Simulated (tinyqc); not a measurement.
Band offset of a heterojunction with an interface dipole (two-band chains, self-consistent charge), step by step. Values are carried at full precision from step to step, so a last printed digit may differ when a step is redone from the rounded ones.

Sites alternate A, C. Left: A at -G1/2, C at +G1/2, hopping -t1; right: A at D - G2/2, C at D + G2/2, hopping -t2; the bonds across the two interfaces of a ring (C left to A right, C right to A left) have -sqrt(t1 t2). D is the offset of the mid-gaps, so Ev(right) - Ev(left) = D - (G2 - G1)/2 and Ec(right) - Ec(left) = D + (G2 - G1)/2. The closing bond has its sign reversed (antiperiodic ring). Half the levels are filled with two electrons each. The charge moved is q = (electrons on the left) less one a site; the mean over the two interfaces, q/2, is taken as the charge that crosses each, and its dipole opposes the offset: D = D0 - u q/2.

Parameters, chosen for this exercise (gaps near those of SiC and SiO2; the chains and D0 are free models, so the offsets are not those of the real pair; the results hold for these values, not for the real material):

| symbol | value | unit | meaning |
|---|---|---|---|
| G1 | 3.13 | eV | gap on the left |
| G2 | 9.15 | eV | gap on the right |
| t1 | 2.37 | eV | hopping on the left |
| t2 | 2.37 | eV | hopping on the right |
| D0 | -0.86 | eV | mid-gap of the right side above that of the left, without dipole |
| n | 3 |  | cells a side in the small ring |
| u | 5.9 | eV | potential step per electron moved across |
| mx | 0.2 |  | mixing |

## The small ring at D = D0

Fill in H.

H (eV), lower triangle:
```
         AL1      CL1      AL2      CL2      AL3      CL3      AR1      CR1      AR2      CR2      AR3     CR3
AL1  -1.5650
CL1  -2.3700   1.5650
AL2        0  -2.3700  -1.5650
CL2        0        0  -2.3700   1.5650
AL3        0        0        0  -2.3700  -1.5650
CL3        0        0        0        0  -2.3700   1.5650
AR1        0        0        0        0        0  -2.3700  -5.4350
CR1        0        0        0        0        0        0  -2.3700   3.7150
AR2        0        0        0        0        0        0        0  -2.3700  -5.4350
CR2        0        0        0        0        0        0        0        0  -2.3700   3.7150
AR3        0        0        0        0        0        0        0        0        0  -2.3700  -5.4350
CR3   2.3700        0        0        0        0        0        0        0        0        0  -2.3700  3.7150
```

## Levels and site charges

Diagonalise, fill the lower half with two electrons each, and sum the electrons on the left (L) less one a site.

levels (eV): -7.2595  -6.6881  -5.8832  -4.5303  -3.3900  -2.1427  2.0328  3.1609  4.3075  4.3731  5.2000  5.6595

electrons on the sites: AL1 1.5818, CL1 0.4823, AL2 1.5206, CL2 0.4720, AL3 1.5059, CL3 0.3845, AR1 1.8034, CR1 0.1747, AR2 1.8260, CR2 0.1754, AR3 1.8293, CR3 0.2441

q = -0.0529 electrons

Electrons move to the right, the side whose mid-gap lies lower.

## Self-consistent offset

From here on the ring has 24 cells a side.

Start at D = D0; D(out) = D0 - u q(D)/2; D(new) = D + mx (D(out) - D); stop when |D(out) - D| < 1e-7 eV.

Iterations:

| i | D (eV) | q | D(out) (eV) | D(out) - D |
|---|---|---|---|---|
| 0 | -0.86000 | -0.05308 | -0.70341 | 0.157 |
| 1 | -0.82868 | -0.05109 | -0.70928 | 0.119 |
| 2 | -0.80480 | -0.04958 | -0.71375 | 0.0911 |
| 3 | -0.78659 | -0.04843 | -0.71715 | 0.0694 |
| 4 | -0.77270 | -0.04755 | -0.71973 | 0.0530 |
| 5 | -0.76211 | -0.04688 | -0.72170 | 0.0404 |
| 6 | -0.75403 | -0.04637 | -0.72321 | 0.0308 |
| 7 | -0.74786 | -0.04598 | -0.72435 | 0.0235 |
| 8 | -0.74316 | -0.04569 | -0.72522 | 0.0179 |
| ... | ... | ... | ... | ... |
| 49 | -0.72803 | -0.04474 | -0.72803 | 2.73e-07 |
| 50 | -0.72803 | -0.04474 | -0.72803 | 2.08e-07 |
| 51 | -0.72803 | -0.04474 | -0.72803 | 1.59e-07 |
| 52 | -0.72803 | -0.04474 | -0.72803 | 1.21e-07 |
| 53 | -0.72803 | -0.04474 | -0.72803 | 9.24e-08 |

D = -0.7280 eV

Converged at i = 53: the dipole removes 15 % of the starting offset.

## Linear response

chi = (q(+h) - q(-h))/(2h) at D = 0 with h = 0.01 eV; S = 1/(1 + u chi/2); linear estimate D = S D0.

chi = 0.06076 1/eV
S = 0.8480
linear estimate of D = -0.7293 eV

The self-consistent value is -0.7280 eV, +1.2 meV from the estimate. At D = 0 no net charge crosses: the mid-gaps are the neutrality levels of these symmetric chains.

## The line-up

Ev(right) - Ev(left) = D - (G2 - G1)/2 and Ec(right) - Ec(left) = D + (G2 - G1)/2, for D0, for the self-consistent D and for D = 0. Type I: the offsets have opposite signs; type III: one valence edge lies above the other conduction edge; else type II.

Offsets (eV):

| case | D | valence | conduction | type |
|---|---|---|---|---|
| no dipole | -0.860 | -3.870 | 2.150 | type I (straddling) |
| self-consistent | -0.728 | -3.738 | 2.282 | type I (straddling) |
| neutrality levels aligned | 0.000 | -3.010 | 3.010 | type I (straddling) |

The dipole shifts both offsets alike and leaves the type.

## Checks

- q at D = 0 against zero, as particle-hole symmetry demands: both 0.000000.
- q at the self-consistent D on 24 against 48 cells a side: both -0.0447.

Run: tinyqc, `OMP_NUM_THREADS=1 python tinyqc.py 1450058 1450059 out.jsonl`; Intel(R) Xeon(R) Processor @ 2.30GHz, one thread, shared host; about 0.8 s of CPU time with all checks.
